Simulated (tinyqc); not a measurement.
# CMOS inverter, nodal equation and switching, step by step

Computed by the program tinyqc: `OMP_NUM_THREADS=1 python tinyqc.py 2340093 2340094 out.jsonl`, one thread of a shared Intel Xeon 2.30GHz, about 0.04 s for the whole run. Printed values are rounded.

An n-channel pull-down (bn, VTn) and a p-channel pull-up (bp, VTp) share the input Vin and the output node Vout, which carries the load C. Transistor (EKV form, voltages against the body): I = 2 n b Vt^2 [F(vp - Vs) - F(vp - Vd)] from drain to source, F(v) = ln^2(1 + exp(v/(2 Vt))), vp = (Vg - VT + sg |Vd - Vs|)/n. n-channel bodies are at 0; for the p-channel device all voltages are counted down from Vdd. b in uA/V^2 gives I in uA. Static: In = Ip. Transient: C dVout/dt = Ip - In. No velocity saturation, no gate capacitance beyond C.

Inputs (values chosen for the exercise):
```
symbol  value    unit                                  meaning
T         300       K                              temperature
Vdd       0.5       V                           supply voltage
n        1.19                                     slope factor
sg      0.098                   drain-induced barrier lowering
VTn       0.3       V                      n-channel threshold
VTp      0.35       V          p-channel threshold (magnitude)
bn        180  uA/V^2  gain factor of the pull-down transistor
bp        180  uA/V^2    gain factor of the pull-up transistor
C         4.5      fF                         load capacitance
Vin      0.17       V                            input voltage
dt         70      ps                                time step
```

Constants: q = 1.602176634e-19 C, kB = 1.380649e-23 J/K, Vt = kB T/q. Results are converted to the units shown.

## Iteration 1: output voltage by Newton steps

Vout at the start = 0.25 V

f = In - Ip at (Vin, Vout); G = df/dVout by a central difference with +/- 1e-6 V; Vout(new) = Vout - f/G, the step limited to +/- 0.1 V.

In = 0.00784472 uA
Ip = 0.152715 uA
G = 0.369038 uS
Vout after iteration 1 = 0.35 V

## Iteration 2: output voltage by Newton steps

As before.

In = 0.0105034 uA
Ip = 0.120648 uA
G = 0.338549 uS
Vout after iteration 2 = 0.45 V

## Course of the iteration: output voltage by Newton steps

Stop when Vout changes by less than 1e-9 V, or after 30 iterations.

Course of the iteration:
```
iteration  Vout (V)  |change| (V)
1              0.35         0.100
2              0.45         0.100
3          0.520842        0.0708
4          0.501351        0.0195
5          0.493995       7.36e-3
6          0.493257       7.38e-4
7          0.493251       5.99e-6
8          0.493251      3.91e-10
```

Converged in 8 iterations. At the end the number of correct digits about doubles with each step. On the way 1 iterate(s) lie more than 5 mV outside the rails, the first at 0.521 V, before the steps return.

## Transfer curve

Vin, point 0 to 10 (V): [0, 0.05, 0.1, 0.15, 0.2, 0.25, 0.3, 0.35, 0.4, 0.45, 0.5]

For each Vin solve In = Ip; gain = dVout/dVin.

Vout, point 0 to 10 (V): [0.499997, 0.499976, 0.499785, 0.497623, 0.456393, 0.043607, 0.002377, 0.000215, 0.000024, 0.000003, 0.000000]
supply current, point 0 to 10 (uA): [8.0568e-5, 4.0085e-4, 0.0019446, 0.0089121, 0.033416, 0.033416, 0.0089121, 0.0019446, 4.0085e-4, 8.0568e-5, 1.6009e-5]
gain, point 0 to 10: [-0.0001, -0.0010, -0.0099, -0.1203, -3.4089, -3.4089, -0.1203, -0.0099, -0.0010, -0.0001, 0.0000]

The switching point Vin = Vout lies at 0.2272 V, with a gain of -10.2. The current peaks at 0.0334 uA among the points, against 8.1e-5 and 1.6e-5 uA of leakage at the ends.

## Switching point and noise margins

VM solves In = Ip with Vin = Vout. VIL and VIH are the inputs at which the gain is -1; NML = VIL - Vout(VIH), NMH = Vout(VIL) - VIH.

VM = 0.22723 V
gain at VM = -10.185
VIL = 0.18566 V
VIH = 0.26434 V
NML = 0.16920 V
NMH = 0.21920 V

VM lies 23 mV below Vdd/2, and the high margin is the larger one. With both transistors saturated the size of the gain tends to 1/sg = 10.2; here it is 0.19 % below that.

## Step 1: one time step of the falling output

Vout at t = 0 = 0.5 V

The input steps to Vdd at t = 0; I = In - Ip. Implicit Euler: V(new) = V - (dt/C) I(V(new)), solved for V(new); 1 ps uA/fF = 1 mV.

I(V) = 4.72938 uA
I(V(new)) = 4.47915 uA
Vout after step 1 = 0.430324 V

## Step 2: one time step of the falling output

As before.

I(V) = 4.47915 uA
I(V(new)) = 4.24820 uA
Vout after step 2 = 0.364241 V

## Delays and energy

For a step input the delay to Vdd/2 is tHL = C times the integral of dV/(In - Ip) from Vdd/2 to Vdd at Vin = Vdd, and tLH likewise with Ip - In from 0 to Vdd/2 at Vin = 0. Energy drawn for one full cycle of the output: C Vdd^2. Leakage power: Vdd times the mean of the supply currents at Vin = 0 and Vdd.

tHL = 263.328 ps
tLH = 415.225 ps
energy = 1.125 fJ
leakage power = 0.0241443 nW

Time steps as above cross Vdd/2 at 271 ps by linear interpolation, 2.8 % above tHL. tLH/tHL = 1.58, with bn/bp = 1.00.
